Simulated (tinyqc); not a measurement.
## Surface potential of a MOS transistor: implicit equation and explicit approximations: accuracy of the approximations against gate voltage

p-type body, charge-sheet picture, depletion and inversion only, full ionisation (an idealisation for deep acceptors), Boltzmann statistics (rough once Na exp(x - xn) passes about Nc/7). In units of Vt: xg = (Vg - Vfb)/Vt, x = psi/Vt, G = gamma/sqrt(Vt), xn = (2 phiF + Vc)/Vt. The implicit equation is (xg - x)^2 = G^2 [x - 1 + exp(x - xn)] for x above about 3. Cox = eps0 eox/tox.

ni = sqrt(Nc Nv) exp(-Eg/(2 Vt)), Eg in volts; phiF = Vt ln(Na/ni); gamma = sqrt(2 q eps0 eps_r Na)/Cox; VT = Vfb + Vt (xn + G sqrt(xn - 1)). Depletion value a = 1 + [sqrt(G^2/4 + xg - 1) - G/2]^2; inversion value b = xn + ln[(xg - xn)^2/G^2 - xn + 1] and first guess y = min(a, b) - ln(1 + exp(-|a - b|)) if a > xn + 1, else b = y = a; one second-order correction with D = exp(y - xn), p = 2 (xg - y) + G^2 (1 + D), w = (xg - y)^2 - G^2 (y - 1 + D): z = y + 2 w/(p + sqrt(p^2 - 2 (2 - G^2 D) w)), or the Newton step z = y + w/p where the root is not real. N_inv = (Cox Vt G/q) [sqrt(x - 1 + exp(x - xn)) - sqrt(x - 1)] at the root. Lambert form (Cox m Vt/q) W0[(G/(2 m sqrt(xn - 1))) exp((Vg - VT)/(m Vt))], m = 1 + G/(2 sqrt(xn - 1)). Errors under 1e-4 mV, and the linear form below VT, are printed as 0.

Values chosen for this exercise; band and dielectric values close to those of silicon:

| symbol | value | unit | meaning |
|---|---|---|---|
| T | 250 | K | temperature |
| Eg | 1.12 | eV | band gap |
| eps_r | 11.7 |  | relative permittivity |
| Nc | 2.15e19 | cm^-3 | conduction-band density of states at T |
| Nv | 2.02e19 | cm^-3 | valence-band density of states at T |
| eox | 3.9 |  | relative permittivity of the gate insulator (close to silicon dioxide) |
| tox | 4.4 | nm | insulator thickness |
| Na | 2.8e16 | cm^-3 | acceptor density |
| Vfb | -0.59 | V | flat-band voltage |
| Vc | 0.2 | V | channel-body voltage |

Constants: q = 1.602176634e-19 C, kB = 1.380649e-23 J/K, Vt = kB T/q, eps0 = 8.8541878128e-14 F/cm where lengths are in cm. Results are converted to the units shown.

Accuracy of the approximations against gate voltage:
```
Vg (V)  psi (V)      x - xn  error of y (mV)  error of z (mV)  N_inv (cm^-2)  Cox (Vg - VT)/q (cm^-2)  Lambert form (cm^-2)
0.17    0.66171     -17.332                0                0         240.71                        0                170.70
0.37    0.84830     -8.6705          2.34e-4                0       1.2231e6                        0              1.0770e6
0.57     1.0350  -0.0030803             1.23                0       6.3850e9                 6.0401e9              6.4166e9
0.77     1.1351      4.6431             20.3             6.39      4.6655e11                9.8571e11             4.9869e11
0.97     1.1655      6.0535             13.6            -2.00      1.2888e12                1.9654e12             1.3656e12
1.17     1.1832      6.8766             10.4           -0.647      2.1766e12                2.9451e12             2.2875e12
1.37     1.1959      7.4625             8.50           -0.315      3.0909e12                3.9247e12             3.2286e12
1.57     1.2057      7.9180             7.25           -0.182      4.0198e12                4.9044e12             4.1793e12
1.77     1.2137      8.2907             6.35           -0.117      4.9580e12                5.8841e12             5.1359e12
```

psi rises from 0.662 to 1.21 V and ends 8.3 Vt above 2 phiF + Vc. Among the rows the first guess is off by at most 20 mV (at Vg = 0.77 V) and the corrected value by at most 6.4 mV. In the last row the linear form is 19 % above N_inv and the Lambert form 3.6 % above it; in the first row the Lambert form is 29 % below it. For Vg = 0.97, 1.17, 1.37, 1.57, 1.77 the electron quasi-Fermi level lies less than 2 Vt below the band edge at the surface, or above it, where degeneracy and confinement, left out, matter.

tinyqc, about 0.01 s, one thread, Intel Xeon 2.30GHz (shared host): `OMP_NUM_THREADS=1 python tinyqc.py 2122018 2122019 out.jsonl`
